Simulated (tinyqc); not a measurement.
Interlayer thickness: switching kinetics of a ferroelectric film and the memory window of a ferroelectric gate stack. Computed by tinyqc, a small Python program. Command: `OMP_NUM_THREADS=1 python tinyqc.py 3008273 3008274 out.jsonl feswitch walk`. One thread of a shared host (Intel(R) Xeon(R) Processor @ 2.30GHz), about 0.01 s of CPU time with the checks.

Fields in MV/cm; 1 microcoulomb/cm^2 over eps_0 is 11.29409 MV/cm. In the stack (metal, ferroelectric, interlayer, channel) the channel is taken as a conductor.

Inputs (values chosen for the exercise, for a model film): saturation polarisation P_s = 20 microcoulomb/cm^2; ratio P_r/P_s = 0.76; coercive field E_c = 1.5 MV/cm; permittivity of the ferroelectric eps_F = 25; thickness t_F = 17 nm; permittivity of the interlayer eps_I = 5.5; share s of P screened by trapped charge = 0.89; pulse height V = 6.5 V; breakdown field of the interlayer = 10 MV/cm.

Method. Series stack: V = E_F t_F + E_I t_I and eps_I E_I = eps_F E_F + (1 - s) P/eps_0. E_I is for P = +P_s at the pulse height, the depolarising field for P = +P_r at V = 0; V needed puts E_F = 1.5 E_c after switching.

Stack against t_I:
```
t_I (nm)  E_F after (MV/cm)  E_I (MV/cm)  depolarising field / E_c  V needed (V)
0.3                  3.4658       20.271                   0.03739        4.2673
0.5                  3.2554       19.315                   0.05938        4.5622
0.8                  2.9746       18.039                   0.08873        5.0046
1.2                  2.6533       16.578                   0.12232        5.5944
1.6                  2.3801       15.336                   0.15088        6.1842
2.0                  2.1450       14.268                   0.17546        6.7740
3.0                  1.6793       12.151                   0.22414        8.2485
```

What does the comparison show, and why?

Each nanometre of interlayer costs 1.47 V, against 0.22 V for a nanometre of ferroelectric. The depolarising field grows from 0.04 to 0.22 E_c. At E_F = 1.5 E_c the interlayer carries (1.5 eps_F E_c + (1 - s) P_s/eps_0)/eps_I = 14.7 MV/cm whatever its thickness, above its breakdown field of 10 MV/cm, so the voltages in the last column could not be applied without breakdown. Caution: rows with E_I above the breakdown field of the interlayer cannot be reached without charge injection.
